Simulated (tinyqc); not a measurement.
Strain along [001]: shallow donor in effective-mass theory, with valley-orbit splitting.

Basis: the 1s envelopes of the valleys +x, -x, +y, -y, +z, -z. Diagonal E0 - D0, element -D2 between opposite valleys and -D1 between perpendicular ones. Strain along [001] adds 2 Ds/3 to the z valleys and -Ds/3 to the others.

Inputs chosen for the exercise (near those of a group-V donor in Si; not measured data): E0 = -29.3 meV (single-valley level); D0 = 3.96 meV (central-cell shift); D1 = 2.16 meV (coupling of perpendicular valleys); D2 = 1.58 meV (coupling of opposite valleys).

Ground level, gap to the next level, weight in the z valleys and contact density (sum of amplitudes)^2/6.

Results:

| Ds (meV) | ground (meV) | gap (meV) | z weight | contact density | ground less band edge (meV) |
|---|---|---|---|---|---|
| -120 | -115.16 | 3.48 | 0.997 | 0.384 | -35.16 |
| -40 | -62.52 | 4.18 | 0.973 | 0.495 | -35.86 |
| -15 | -47.61 | 5.93 | 0.829 | 0.745 | -37.61 |
| -5 | -43.95 | 8.94 | 0.528 | 0.961 | -40.62 |
| 5 | -43.85 | 10.50 | 0.197 | 0.976 | -42.18 |
| 15 | -45.93 | 9.25 | 0.077 | 0.893 | -40.93 |
| 40 | -53.32 | 8.31 | 0.018 | 0.786 | -39.99 |
| 120 | -79.46 | 7.78 | 0.002 | 0.712 | -39.46 |

Give the missing row, Ds (meV) = 0.

Computed row:
```
Ds (meV)  ground (meV)  gap (meV)  z weight  contact density  ground less band edge (meV)
0               -43.48      11.80     0.333            1.000                       -43.48
```

The scale is the A1-E splitting 6 D1 = 13.0 meV. The contact density is largest without strain and falls to 0.384 and 0.712 at the ends, towards 1/3 (two valleys) and 2/3 (four valleys). The binding below the lowest band edge drops from 43.5 meV to 35.2 meV when the two z valleys are lowest and to 39.5 meV when the four others are, since fewer valleys share the coupling.

Program tinyqc; command `OMP_NUM_THREADS=1 python tinyqc.py 1250360 1250361 out.jsonl`; about 0.01 s on one thread of a shared Intel(R) Xeon(R) Processor @ 2.30GHz.
